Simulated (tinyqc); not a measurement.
Shallow acceptor in the spherical four-band model: one step. Ground state in the small basis. Two cases, with inputs chosen for the exercise.

Problem. Solve H u = E S u for the lowest level of the acceptor; the first half of the basis is L = 0 and the second L = 2. Give E, E without the f-g block, and the L = 2 weight u_g S_gg u_g with u S u = 1.

Give: E; E without coupling; L = 2 weight.

Case 1.

S, lower triangle:
```
          f1        f2        f3        g1        g2        g3
f1  1.000000
f2  0.584965  1.000000
f3  0.184845  0.586337  1.000000
g1         0         0         0  1.000000
g2         0         0         0  0.286178  1.000000
g3         0         0         0  0.019463  0.287747  1.000000
```

H (Ry*), lower triangle:
```
           f1         f2          f3        g1         g2         g3
f1  -0.815588
f2  -1.005369   2.334658
f3  -1.177838   1.892620   31.605149
g1  -1.183257  -2.035067   -0.828174  1.757419
g2  -0.338622  -7.111202  -12.243827  0.813503  14.421151
g3  -0.023030  -2.046229  -42.550637  0.016889   6.992292  95.696080
```

Solution.

E = -2.041 Ry*
E without coupling = -0.900 Ry*
L = 2 weight = 0.240

Without the coupling the exact value is -1, which this basis, tuned to the compact coupled state, misses by 0.100. The coupling to L = 2 takes the level to 2.04 times that exact value.

Case 2.

S, lower triangle:
```
          f1        f2        g1        g2
f1  1.000000
f2  0.585802  1.000000
g1         0         0  1.000000
g2         0         0  0.287135  1.000000
```

H (Ry*), lower triangle:
```
           f1          f2        g1         g2
f1  -0.231920
f2  -0.520211    9.760517
g1  -2.809352   -4.834991  5.119709
g2  -0.806663  -16.838752  2.444592  36.633609
```

Solution.

E = -1.914 Ry*
E without coupling = -0.246 Ry*
L = 2 weight = 0.226

Without the coupling the exact value is -1, which this basis, tuned to the compact coupled state, misses by 0.754. The coupling to L = 2 takes the level to 1.91 times that exact value.

Computed by tinyqc, one run a case: `OMP_NUM_THREADS=1 python tinyqc.py N N+1 out.jsonl` with N = 1251766, 1251856; one thread of a shared Intel(R) Xeon(R) Processor @ 2.30GHz, about 0.05 s a run at most.
